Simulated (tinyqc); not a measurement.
One band or two: type-II superlattice in the two-band Kane model.

Motion along the axis, period d = a + b, c = hbar^2/2m0. Conduction and light-hole bands couple: (E - Ec)(E - Ev) = Ep c k^2 in each layer, with mass m(E) = (E - Ev)/Ep, which may be negative. The conduction envelope psi and psi'/m(E) are continuous; a layer carries them by [[cos kt, (m/k) sin kt], [-(k/m) sin kt, cos kt]] (cosh and sinh for k^2 < 0), and cos(q d) = tr(M_B M_A)/2. C1 is the first miniband above EvB, with its bottom at tr/2 = +1 and its top at -1; the gap is the bottom of C1 less the top heavy-hole level HH1.

Heavy holes are uncoupled: with e = EvB - E, p = sqrt(mhB e/c), w = sqrt(mhA (EvB - EvA - e)/c), the top level HH1 at q = 0 solves (p/mhB) tan(p b/2) = (w/mhA) tanh(w a/2).

Constants: hbar^2/2m0 = 3.80998211 eV angstrom^2.

Parameters, chosen for this exercise (near those of an InAs/GaSb superlattice; shifted at random, so the results belong to these values and not to a real crystal):

| symbol | value | unit | meaning |
|---|---|---|---|
| a | 24 | angstrom | layer A |
| b | 58 | angstrom | layer B |
| EcA | 0 | eV | conduction edge of A |
| EvA | -0.425 | eV | valence edge of A |
| EcB | 0.935 | eV | conduction edge of B |
| EvB | 0.13 | eV | valence edge of B |
| EpA | 14.1 | eV | coupling energy in A |
| EpB | 17.7 | eV | coupling energy in B |
| mhA | 0.34 | m0 | heavy hole in A |
| mhB | 0.28 | m0 | heavy hole in B |

Bottom of C1. One band: (k/mA) tan(k a/2) = (kappa/mB) tanh(kappa b/2) with the edge masses (Ec - Ev)/Ep and barrier EcB - EcA. Second row: mA replaced by m(E). The last column is measured against two bands.

Results:

| model | C1 (eV) | gap (meV) | error (meV) |
|---|---|---|---|
| one band, edge masses | 0.4363 | 334.4 | -17.6 |
| m(E) in A only | 0.3881 | 286.2 | -65.7 |
| two bands | 0.4538 | 352.0 | 0.0 |

mA = 0.0301 m0
mB = 0.0455 m0

How do the results move, and what explains it?

With edge masses C1 errs by -18 meV, 5 % of the gap. The heavier m(E) in A changes it by -48 meV; the treatment of B changes it by +66 meV, since C1 lies 324 meV above the valence edge of B, where its mass is 0.0183 instead of 0.0455.

Run: tinyqc, `OMP_NUM_THREADS=1 python tinyqc.py 1251678 1251679 out.jsonl`; Intel(R) Xeon(R) Processor @ 2.30GHz, one thread, shared host; about 0.05 s of CPU time with all checks.
